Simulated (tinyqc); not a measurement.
# Frequency dispersion of an accumulation capacitance by border traps, distributed model: effects of single changes

Traps spread evenly through the insulator exchange electrons with the semiconductor by tunnelling, with tau(x) = t0 exp(2 ka x) at depth x from the interface. The admittance per area Y seen at depth x obeys dY/dx = -Y^2/(i w eps0 eox) + q Nb ln(1 + i w tau)/tau, with Y(0) = i w Cs and w = 2 pi f; the gate sees Y(tox) = G + i w C. Working variable y = Y/(i w), in uF/cm^2. Cox = eps0 eox/tox.

Inputs (values chosen for the exercise); permittivity close to that of aluminium oxide:
- eox = 8.84 (relative permittivity of the insulator)
- tox = 3.9 nm (insulator thickness)
- Cs = 2.6 uF/cm^2 (semiconductor capacitance in accumulation)
- Nb = 4.3e18 cm^-3 eV^-1 (density of border traps)
- ka = 3.2 1/nm (decay constant of the wave function in the insulator)
- t0 = 1e-9 s (time constant of a trap at the interface)
- f = 100 Hz (frequency)

Constants: q = 1.602176634e-19 C, eps0 = 8.8541878128e-14 F/cm where lengths are in cm. Results are converted to the units shown.

Each table varies one quantity; the others keep the values above.

## Capacitance and loss against frequency

Cox; trap-free value 1/(1/Cox + 1/Cs); response depth d = ln(1/(w t0))/(2 ka), where w tau = 1; lumped estimate: all traps within d act as C_bt = q Nb d placed at d/2, so C = 1/{1/[1/(1/Cs + d/(2 eps0 eox)) + C_bt] + (tox - d/2)/(eps0 eox)}. C and G from a fine integration; dispersion -d C/d log10 f over C, from f times and over 1.1. For a broad spread of time constants G/w is close to -(pi/2) dC/d ln w.

The same in every row: trap-free C (uF/cm^2) = 1.133.

Results:
```
f (Hz)  d (nm)  C (uF/cm^2)  G/w (uF/cm^2)  dispersion (% a decade)  -(pi/2) dC/d ln w (uF/cm^2)  lumped C (uF/cm^2)
10       2.591        1.210        0.01144                    1.386                      0.01143               1.199
1000     1.872        1.180       0.008746                    1.084                     0.008730               1.174
10000    1.512        1.168       0.007554                   0.9459                     0.007539               1.163
1e5      1.152        1.158       0.006461                   0.8160                     0.006447               1.154
1e6     0.7922        1.149       0.005456                   0.6947                     0.005448               1.146
1e7     0.4324        1.142       0.004492                   0.5818                     0.004533               1.139
```

Estimate the missing row, f = 100 Hz.

Computed row:
```
f (Hz)  d (nm)  C (uF/cm^2)  G/w (uF/cm^2)  dispersion (% a decade)  -(pi/2) dC/d ln w (uF/cm^2)  lumped C (uF/cm^2)
100      2.231        1.194        0.01004                    1.231                      0.01003               1.186
```

With this row back in the table: C falls from 1.210 to 1.142 uF/cm^2, towards the trap-free 1.133; each decade of frequency removes ln 10/(2 ka) = 0.360 nm from the response depth. The dispersion falls from 1.39 to 0.582 % a decade and G/w falls from 0.0114 to 0.00449 uF/cm^2. G/w lies between 0.991 and 1.00 times -(pi/2) dC/d ln w, the relation for a broad spread of time constants.

## Effect of the insulator thickness

Same model as above.

The same in every row: d (nm) = 2.231.

Effect of the insulator thickness:
columns A: tox (nm); B: C (uF/cm^2); C: G/w (uF/cm^2); D: dispersion (% a decade); E: -(pi/2) dC/d ln w (uF/cm^2); F: lumped C (uF/cm^2); G: trap-free C (uF/cm^2)
```
A         B         C       D         E       F       G
2.9   1.409   0.01315   1.412   0.01357   1.397   1.324
3.8   1.213   0.01035   1.250   0.01034   1.204   1.149
5     1.022  0.007366   1.054  0.007354   1.016  0.9771
6.6  0.8457  0.005039  0.8722  0.005032  0.8415  0.8144
8.7  0.6893  0.003348  0.7111  0.003344  0.6865  0.6684
12   0.5341  0.002010  0.5510  0.002008  0.5324  0.5214
15   0.4433  0.001385  0.4575  0.001384  0.4422  0.4346
20   0.3455  8.410e-4  0.3565  8.403e-4  0.3448  0.3402
```

Read the table: what changes, and by how much?

As tox goes from 2.9 to 20, C falls from 1.41 to 0.345 uF/cm^2, the dispersion falls from 1.41 to 0.357 % a decade and G/w falls from 0.0131 to 8.41e-4 uF/cm^2. The lumped estimate is 0.80 % below C in the first row and 0.20 % below it in the last.

tinyqc, about 0.3 s, one thread, Intel Xeon 2.30GHz (shared host): `OMP_NUM_THREADS=1 python tinyqc.py 2202017 2202018 out.jsonl`
